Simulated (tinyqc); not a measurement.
# Inputs raised by 10 %, one at a time

Model: grain growth, pinning, strength and diffusional creep of a polycrystal or thin film. Computed by tinyqc, a small Python program. Command: `OMP_NUM_THREADS=1 python tinyqc.py 3017422 3017423 out.jsonl grain sens`. One thread of a shared host (Intel(R) Xeon(R) Processor @ 2.30GHz), about 0.01 s of CPU time with the checks.

One mean grain size d describes the structure.

Inputs (values chosen for the exercise, modelled on copper): shear modulus G = 48.3 GPa; Burgers vector b = 2.556 angstrom; atomic volume Omega = 11.81 angstrom^3; boundary energy gamma = 0.57 J/m^2; mobility prefactor M0 = 4e-06 m^4/(J s); activation energy of boundary motion Q_m = 1.28 eV; anneal temperature T = 484 K; anneal time t = 3600 s; initial grain size d0 = 16 nm; particle volume fraction f = 0.00018; particle radius r = 22 nm; film thickness h = 870 nm; surface energy gamma_s = 1.4 J/m^2; friction stress sigma_0 = 27 MPa; Hall-Petch slope k_y = 0.11 MPa m^0.5; lattice diffusion energy Q_l = 2.15 eV; boundary diffusion energy Q_b = 0.963 eV; lattice prefactor D0 = 8.8e-05 m^2/s; boundary prefactor delta D0b = 5.6e-15 m^3/s; applied stress sigma = 60 MPa; service temperature T_c = 514 K.

Sample: thin film on a substrate.

Constants: k_B = 8.617333262e-05 eV/K; k_B = 1.380649e-23 J/K.

Method:
- M = M0 exp(-Q_m/(k_B T)). The driving pressure is 2 gamma/d. Zener pinning pressure 3 f gamma/(2 r) stops growth at d_Z = 4 r/(3 f). Grooves where boundaries meet the surface have the angle theta = arcsin(gamma/(2 gamma_s)) and are taken to stop growth at d_h = h/(2 theta), a few film thicknesses; the limit is 1/d_lim = 1/d_Z + 1/d_h.
- dd/dt = 2 M gamma (1/d - 1/d_lim) integrates to 2 M gamma t = d_lim (d0 - d) + d_lim^2 ln[(d_lim - d0)/(d_lim - d)]; without pinning d^2 = d0^2 + 4 M gamma t.
- Hall-Petch term k_y/sqrt(d). Orowan term 3.06 x 0.4 G b ln(2 rbar/b)/(pi lambda sqrt(1 - nu)) with nu = 1/3, rbar = sqrt(2/3) r, lambda = rbar (sqrt(pi/f) - 2). Film term (threading dislocation, matched substrate, the geometry of an fcc (111) film taken for all cases): 3.464 G b ln(2 h/b)/(4 pi (1 - nu) h). The terms are added to sigma_0.
- Nabarro-Herring rate = 14 sigma Omega D_l/(k_B T d^2), D_l = D0 exp(-Q_l/(k_B T)); Coble rate = 14 pi sigma Omega delta D_b/(k_B T d^3), delta D_b = delta D0b exp(-Q_b/(k_B T)); they are equal at d_x = pi delta D_b/D_l.

Runs:
```
input moved                         from       to  grain size d (nm)  yield stress (MPa)  time to 1 % strain (s)  Orowan term (MPa)
base run                               -        -               42.1               627.2               8.416e-02              12.47
shear modulus G (GPa)               48.3    53.13               42.1               633.6               8.416e-02              13.71
boundary energy gamma (J/m^2)       0.57    0.627               43.9               616.5               9.493e-02              12.47
mobility prefactor M0 (m^4/(J s))  4e-06  4.4e-06               43.9               616.4               9.512e-02              12.47
anneal temperature T (K)             484    532.4              155.2               370.5               4.210e+00              12.47
initial grain size d0 (nm)            16     17.6               42.8               623.2               8.796e-02              12.47
film thickness h (nm)                870      957               42.2               622.8               8.430e-02              12.47
service temperature T_c (K)          514    565.4               42.1               627.2               1.283e-02              12.47
```

Exponents ln(y'/y) / ln(x'/x):
```
input                    grain size d  yield stress  time to 1 % strain  Orowan term
shear modulus G                 0.000         0.107               0.000            1
boundary energy gamma           0.421        -0.180               1.264            0
mobility prefactor M0           0.428        -0.183               1.285            0
anneal temperature T           13.683        -5.524              41.050            0
initial grain size d0           0.155        -0.066               0.464            0
film thickness h                0.006        -0.073               0.018            0
service temperature T_c         0.000         0.000             -19.738            0
```

Among the inputs moved here: grain size d answers most in size to anneal temperature T (exponent +13.683), next to mobility prefactor M0 (+0.428); its exponent is below 0.0005 for shear modulus G, service temperature T_c. Yield stress answers most in size to anneal temperature T (exponent -5.524), next to mobility prefactor M0 (-0.183); its exponent is below 0.0005 for service temperature T_c. Time to 1 % strain answers most in size to anneal temperature T (exponent +41.050), next to service temperature T_c (-19.738); its exponent is below 0.0005 for shear modulus G. Orowan term answers most in size to shear modulus G (exponent +1.000); its exponent is below 0.0005 for boundary energy gamma, mobility prefactor M0, anneal temperature T, initial grain size d0, film thickness h, service temperature T_c. Its exponent +1.000 in shear modulus G: line tension.

Caution (all rows): the grains are smaller than the film is thick, so they are not columnar, and the groove drag and film term are overstated. Caution (rows base run, shear modulus G, boundary energy gamma, mobility prefactor M0, initial grain size d0, film thickness h, service temperature T_c): T_c is above the anneal temperature, so the grains would go on growing in service.
